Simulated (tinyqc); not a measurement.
# From one set of inputs to another, one input at a time

Model: strain, valley repopulation and piezoresistance in a many-valley conduction band. Computed by tinyqc, a small Python program. Command: `OMP_NUM_THREADS=1 python tinyqc.py 3002211 3002212 out.jsonl valleys ladder`. One thread of a shared host (Intel(R) Xeon(R) Processor @ 2.30GHz), about 0.05 s of CPU time with the checks.

Valleys are ellipsoids with mass m_l along the axis a and m_t across it, parabolic, with one constant relaxation time; strain shifts the valleys and leaves the masses alone. Currents are taken along [100], along the load, and along [010], across the load.

The inputs printed are set A. Inputs not listed in the table keep their values of set A, so the rows need not describe a real material.

Inputs (values chosen for the exercise, modelled on silicon):
```
quantity,value,unit
longitudinal mass m_l,0.935,m_0
transverse mass m_t,0.193,m_0
shear deformation potential Xi_u,9.43,eV
dilation deformation potential Xi_d,1.1,eV
C11,165,GPa
C12,64.6,GPa
C44,79.9,GPa
stress X (tension positive),68,MPa
electron density n,2e+17,1/cm^3
relaxation time tau,220,fs
temperature T,200,K
```

Valley axes: <100> (6 valleys in 3 pairs). Load: uniaxial [100].

Constants: k_B = 8.617333262e-05 eV/K; m_0 = 9.1093837015e-31 kg; k_B = 1.380649e-23 J/K; hbar = 1.054571817e-34 J s; e = 1.602176634e-19 C.

Method:
- Compliances S11 = (C11 + C12)/((C11 - C12)(C11 + 2 C12)), S12 = -C12/((C11 - C12)(C11 + 2 C12)), S44 = 1/C44; stress sigma_ij = X n_i n_j for the unit vector n of the load; e_xx = S11 sigma_xx + S12 (sigma_yy + sigma_zz), e_xy = S44 sigma_xy/2 (tensor strain).
- Herring-Vogt shift of a valley with unit axis a: dE = Xi_d tr(e) + Xi_u a.e.a.
- Each of the 6 valleys holds n_v = N_v (2/sqrt(pi)) F_1/2((E_F - dE_v)/(k_B T)), N_v = 2 (m_d k_B T/(2 pi hbar^2))^(3/2), m_d = (m_l m_t^2)^(1/3); E_F solves sum n_v = n and is counted from the unstrained edge.
- F_j(eta) = int_0^infinity x^j/(1 + exp(x - eta)) dx, without a gamma-function factor. It is evaluated after integrating by parts.
- Integrals over x = E/(k_B T) use 160 Gauss-Legendre points in u = sqrt(x) from 0 to sqrt(max(eta, 0) + 32).
- Mobility tensor mu = e tau sum_v (n_v/n) [1/m_t + (1/m_l - 1/m_t) a a^T]; unstrained mu_0 = e tau (1/m_l + 2/m_t)/3; resistivity along d from the inverse tensor, rho_d = d.mu^-1.d/(n e), mobility along d = 1/(d.mu^-1.d); gauge pi_d = (rho_d/rho_0 - 1)/X.
- With eta_0 the reduced Fermi level without strain, r = F_-1/2(eta_0)/(2 F_1/2(eta_0)) (1 for a classical gas) and c = r (Xi_u/k_B T) (m_l - m_t)/(2 m_l + m_t): pi11 = -(2/3) c (S11 - S12), pi12 = -pi11/2, pi44 = 0, with S11 - S12 = 1/(C11 - C12).

Each row keeps all changes above it:
```
input moved,from,to,mobility along the first direction (cm^2/(V s)),splitting (highest minus lowest) (meV),degeneracy factor r
set A,-,-,1596,6.387,0.9954
longitudinal mass m_l (m_0),0.935,1.18,1574,6.387,0.9959
transverse mass m_t (m_0),0.193,0.191,1590,6.387,0.9959
stress X (tension positive) (MPa),68,70,1593,6.575,0.9959
relaxation time tau (fs),220,86,623,6.575,0.9959
shear deformation potential Xi_u (eV),9.43,12,636,8.367,0.9959
dilation deformation potential Xi_d (eV),1.1,1,636,8.367,0.9959
electron density n (1/cm^3),2e+17,1.7e+15,636,8.367,1.0000
```

Mobility along the first direction goes from 1600 to 636, a factor 0.398 in all. The largest single move comes from relaxation time tau (a factor 0.391). Splitting (highest minus lowest) goes from 6.39 to 8.37, a factor 1.31 in all. The largest single move comes from shear deformation potential Xi_u (a factor 1.27). Degeneracy factor r goes from 0.995 to 1.000, a factor 1.005 in all. The largest single move comes from electron density n (a factor 1.004). The single moves hold for this order of the switches; the total does not depend on the order.

Extremes, crossings and ranges named in words are read from the listed rows.
